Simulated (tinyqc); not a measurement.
Surface Green function of a dimerised chain, Sancho-Rubio decimation: two steps of the calculation.

A semi-infinite lead of cells 0, 1, 2, ... with H0 inside a cell and H1 = <cell i|H|cell i + 1>. Cell A, B with A at the surface; -t1 joins A and B, -t2 joins B to the next A. z = E + i eta.

Parameters, values chosen for the exercise:
```
symbol,value,unit,meaning
E,1.29,eV,energy
eta,0.1,eV,broadening
```

Problem 1. Decimation. Start with e_s = e = H0, a = H1, b = H1^dagger. Each round: g = (z - e)^(-1); e_s <- e_s + a g b; e <- e + a g b + b g a; a <- a g a; b <- b g b (all with the old a, b). Round k joins cells 2^k apart.

e_s after round 2 (eV):

|  | A | B |
|---|---|---|
| A | 0.00000000+0.00000000i | -0.71000000+0.00000000i |
| B | -0.71000000+0.00000000i | 0.91152991-0.29114068i |

e after round 2 (eV):

|  | A | B |
|---|---|---|
| A | 0.91152991-0.29114068i | -0.71000000+0.00000000i |
| B | -0.71000000+0.00000000i | 0.91152991-0.29114068i |

a after round 2 (eV):

|  | A | B |
|---|---|---|
| A | 0.00000000+0.00000000i | 0.00000000+0.00000000i |
| B | 0.46371266-0.11655472i | 0.00000000+0.00000000i |

b after round 2 (eV):

|  | A | B |
|---|---|---|
| A | 0.00000000+0.00000000i | 0.46371266-0.11655472i |
| B | 0.00000000+0.00000000i | 0.00000000+0.00000000i |

Give: g; e_s after round 3; e after round 3; a after round 3; b after round 3.

Solution 1.

g (1/eV):

|  | A | B |
|---|---|---|
| A | -0.2237-0.8901i | 1.0373+0.5977i |
| B | 1.0373+0.5977i | -0.2237-0.8901i |

e_s after round 3 (eV):

|  | A | B |
|---|---|---|
| A | 0.00000+0.00000i | -0.71000+0.00000i |
| B | -0.71000+0.00000i | 0.77025-0.44626i |

e after round 3 (eV):

|  | A | B |
|---|---|---|
| A | 0.77025-0.44626i | -0.71000+0.00000i |
| B | -0.71000+0.00000i | 0.77025-0.44626i |

a after round 3 (eV):

|  | A | B |
|---|---|---|
| A | 0.00000+0.00000i | 0.00000+0.00000i |
| B | 0.27358+0.00827i | 0.00000+0.00000i |

b after round 3 (eV):

|  | A | B |
|---|---|---|
| A | 0.00000+0.00000i | 0.27358+0.00827i |
| B | 0.00000+0.00000i | 0.00000+0.00000i |

Problem 2. Self-energy, Dyson check and densities of states. Sigma = H1 g_s H1^dagger is what the lead adds to one more cell, and (z - H0 - Sigma)^(-1) must give g_s back. Densities of states: -Im of the diagonals over pi.

H0 (eV):

|  | A | B |
|---|---|---|
| A | 0 | -0.71 |
| B | -0.71 | 0 |

H1 (eV):

|  | A | B |
|---|---|---|
| A | 0 | 0 |
| B | -1 | 0 |

converged surface Green function g_s (1/eV):

|  | A | B |
|---|---|---|
| A | 0.7827963-0.5171488i | -0.0866509+0.8293554i |
| B | -0.0866509+0.8293554i | 0.2742467-1.4946527i |

converged bulk Green function (1/eV):

|  | A | B |
|---|---|---|
| A | 0.08649301-0.89690201i | 0.56705408+0.56553938i |
| B | 0.56705408+0.56553938i | 0.08649301-0.89690201i |

Find: Sigma; (z - H0 - Sigma)^(-1); surface density of states; bulk density of states.

Solution 2.

Sigma (eV):

|  | A | B |
|---|---|---|
| A | 0.00000+0.00000i | 0.00000+0.00000i |
| B | 0.00000+0.00000i | 0.78280-0.51715i |

(z - H0 - Sigma)^(-1) (1/eV):

|  | A | B |
|---|---|---|
| A | 0.7828-0.5171i | -0.0867+0.8294i |
| B | -0.0867+0.8294i | 0.2742-1.4947i |

| orbital | surface density of states (1/eV) | bulk density of states (1/eV) |
|---|---|---|
| A | 0.16461 | 0.28549 |
| B | 0.47576 | 0.28549 |

Program tinyqc, `OMP_NUM_THREADS=1 python tinyqc.py 2680134 2680135 out.jsonl`; Intel Xeon 2.30GHz, shared host, one thread, about 0.03 s.
